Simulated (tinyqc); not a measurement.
On-chip power grid, static voltage drop by conjugate gradients: one step of the calculation.

A grid of 4 rows and 3 columns, node k = 3 row + column. Neighbours in a row are joined by Rx, in a column by Ry; pad nodes, which reach the supply through Rp: 0, 2, 9, 11. Each node draws I0, node 9 draws kh I0. The drops u = Vdd - V solve G u = i, with G the conductance matrix (1/Rp added on the diagonal at pad nodes).

Problem. Diagonal of G, loads and first direction. G_kk = sum of the conductances at node k. Start u = 0, so the residual is r = i; p = r.

Values chosen for this exercise:
- Rx = 0.34 ohm (resistance of a horizontal segment)
- Ry = 0.3 ohm (resistance of a vertical segment)
- Rp = 0.16 ohm (resistance from a pad node to the supply)
- I0 = 1 mA (load current of an ordinary node)
- kh = 1 (factor on the load at the hot node)

Wanted: G_kk; r at the start; p at the start.

Solution.

G_kk (S):
```
,col 0,col 1,col 2
row 0,12.52,9.216,12.52
row 1,9.608,12.55,9.608
row 2,9.608,12.55,9.608
row 3,12.52,9.216,12.52
```

r at the start (mA):
```
,col 0,col 1,col 2
row 0,1.000,1.000,1.000
row 1,1.000,1.000,1.000
row 2,1.000,1.000,1.000
row 3,1.000,1.000,1.000
```

p at the start (mA):
```
,col 0,col 1,col 2
row 0,1.000,1.000,1.000
row 1,1.000,1.000,1.000
row 2,1.000,1.000,1.000
row 3,1.000,1.000,1.000
```

Computed by the program tinyqc: `OMP_NUM_THREADS=1 python tinyqc.py 2770127 2770128 out.jsonl`, one thread of a shared Intel Xeon 2.30GHz, about 0.2 s for the whole run.
